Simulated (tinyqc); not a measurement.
Length of a molecular wire: coherent transport through a tight-binding bridge. Computed by the program tinyqc. 

A uniform bridge between two chains:

| parameter | value |
|---|---|
| site energy (eV) | 5.370000 |
| hopping in the bridge (eV) | 1.400000 |
| lead hopping (eV) | 1.860000 |
| couplings (eV) | 1, 0.46 |
| E (eV) | -0.120000 |

T = Gamma_L Gamma_R |G_1n|^2 with the self-energies of semi-infinite chains.

Transmission against length:

| sites | T | ln T |
|---|---|---|
| 2 | 6.0106e-04 | -7.4168 |
| 3 | 4.5158e-05 | -10.0053 |
| 4 | 3.3946e-06 | -12.5933 |
| 5 | 2.5519e-07 | -15.1813 |
| 6 | 1.9183e-08 | -17.7692 |
| 7 | 1.4421e-09 | -20.3572 |
| 8 | 1.0841e-10 | -22.9451 |
| 9 | 8.1495e-12 | -25.5331 |
| 10 | 6.1263e-13 | -28.1210 |

E lies outside the band of the bridge (|E - e|/2h = 1.961 > 1), so T decays as exp(-beta n) with beta = 2 arccosh(1.961) = 2.5879 a site; the last two rows give 2.5879.
